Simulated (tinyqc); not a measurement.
## Surface potential of a MOS transistor: implicit equation and explicit approximations: effect of the insulator thickness at fixed gate voltage

p-type body, charge-sheet picture, depletion and inversion only, full ionisation (an idealisation for deep acceptors), Boltzmann statistics (rough once Na exp(x - xn) passes about Nc/7). In units of Vt: xg = (Vg - Vfb)/Vt, x = psi/Vt, G = gamma/sqrt(Vt), xn = (2 phiF + Vc)/Vt. The implicit equation is (xg - x)^2 = G^2 [x - 1 + exp(x - xn)] for x above about 3. Cox = eps0 eox/tox.

ni = sqrt(Nc Nv) exp(-Eg/(2 Vt)), Eg in volts; phiF = Vt ln(Na/ni); gamma = sqrt(2 q eps0 eps_r Na)/Cox; VT = Vfb + Vt (xn + G sqrt(xn - 1)). Depletion value a = 1 + [sqrt(G^2/4 + xg - 1) - G/2]^2; inversion value b = xn + ln[(xg - xn)^2/G^2 - xn + 1] and first guess y = min(a, b) - ln(1 + exp(-|a - b|)) if a > xn + 1, else b = y = a; one second-order correction with D = exp(y - xn), p = 2 (xg - y) + G^2 (1 + D), w = (xg - y)^2 - G^2 (y - 1 + D): z = y + 2 w/(p + sqrt(p^2 - 2 (2 - G^2 D) w)), or the Newton step z = y + w/p where the root is not real. N_inv = (Cox Vt G/q) [sqrt(x - 1 + exp(x - xn)) - sqrt(x - 1)] at the root. Lambert form (Cox m Vt/q) W0[(G/(2 m sqrt(xn - 1))) exp((Vg - VT)/(m Vt))], m = 1 + G/(2 sqrt(xn - 1)). Errors under 1e-4 mV, and the linear form below VT, are printed as 0.

Inputs (values chosen for the exercise); band and dielectric values close to those of germanium:

| symbol | value | unit | meaning |
|---|---|---|---|
| T | 300 | K | temperature |
| Eg | 0.654 | eV | band gap |
| eps_r | 15.7 |  | relative permittivity |
| Nc | 1.04e19 | cm^-3 | conduction-band density of states at T |
| Nv | 5.92e18 | cm^-3 | valence-band density of states at T |
| eox | 9.05 |  | relative permittivity of the gate insulator (close to aluminium oxide) |
| Na | 1.4e16 | cm^-3 | acceptor density |
| Vfb | -0.68 | V | flat-band voltage |
| Vc | 0 | V | channel-body voltage |
| Vg | -0.34 | V | gate-body voltage |

Constants: q = 1.602176634e-19 C, kB = 1.380649e-23 J/K, Vt = kB T/q, eps0 = 8.8541878128e-14 F/cm where lengths are in cm. Results are converted to the units shown.

The same in every row: Cox (Vg - VT)/q (cm^-2) = 0.

Result of one run:
```
tox (nm),psi (V),x - xn,error of y (mV),error of z (mV),N_inv (cm^-2),Lambert form (cm^-2)
3.5,0.3206,-0.2376,0.617,0,9.098e9,9.156e9
```

What becomes of these results when the insulator thickness tox is changed from 3.5 to 4.8 nm, all else the same?

Result of the changed run:
```
tox (nm),psi (V),x - xn,error of y (mV),error of z (mV),N_inv (cm^-2),Lambert form (cm^-2)
4.8,0.3139,-0.4971,0.655,0,7.125e9,7.065e9
```

The whole series:
```
tox (nm),psi (V),x - xn,error of y (mV),error of z (mV),N_inv (cm^-2),Lambert form (cm^-2)
2.6,0.3254,-0.05277,0.550,0,1.082e10,1.101e10
3.5,0.3206,-0.2376,0.617,0,9.098e9,9.156e9
4.8,0.3139,-0.4971,0.655,0,7.125e9,7.065e9
6.6,0.3050,-0.8440,0.638,0,5.135e9,4.993e9
9,0.2935,-1.287,0.560,0,3.378e9,3.201e9
12,0.2799,-1.813,0.441,0,2.053e9,1.883e9
17,0.2588,-2.629,0.275,0,9.505e8,8.208e8
23,0.2359,-3.514,0.152,0,4.133e8,3.279e8
```

As tox goes from 2.6 to 23, psi falls from 0.325 to 0.236 V, x - xn falls from -0.0528 to -3.51 and N_inv falls from 1.08e10 to 4.13e8 cm^-2. The Lambert form lies between 0.793 and 1.02 times N_inv.

tinyqc, about 0.01 s, one thread, Intel Xeon 2.30GHz (shared host): `OMP_NUM_THREADS=1 python tinyqc.py 2122239 2122240 out.jsonl`
